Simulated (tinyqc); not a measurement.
Transfer-length model of a contact: one step of the calculation.

A metal contact of length d and width W on a thin layer of the same width. The metal has no resistance, the sheet resistance under it equals Rsh, and current enters the layer at the front edge x = 0.

Task. Contact resistivity. rc = Rsh Lt^2. Short cuts: Rsh A^2 (long contact, Lt = A) and Rc W d (short contact, even current).

Inputs (values chosen for the exercise): specific contact resistivity rc = 2e-5 ohm cm^2; contact length d = 3.9 um; contact width W = 24 um.

Rsh = 219.99838 ohm/sq
Rc = 32.136854 ohm
A = 3.5058644 um
converged Lt = 3.0151543 um

Wanted: rc; Rsh A^2; Rc W d.

Result.

rc = 2.000e-5 ohm cm^2
Rsh A^2 = 2.704e-5 ohm cm^2
Rc W d = 3.008e-5 ohm cm^2

The extracted rc is within 0.01 % of the value 2e-5 ohm cm^2 that made the data.

tinyqc, about 0.01 s, one thread, Intel Xeon 2.30GHz (shared host): `OMP_NUM_THREADS=1 python tinyqc.py 2760130 2760131 out.jsonl`
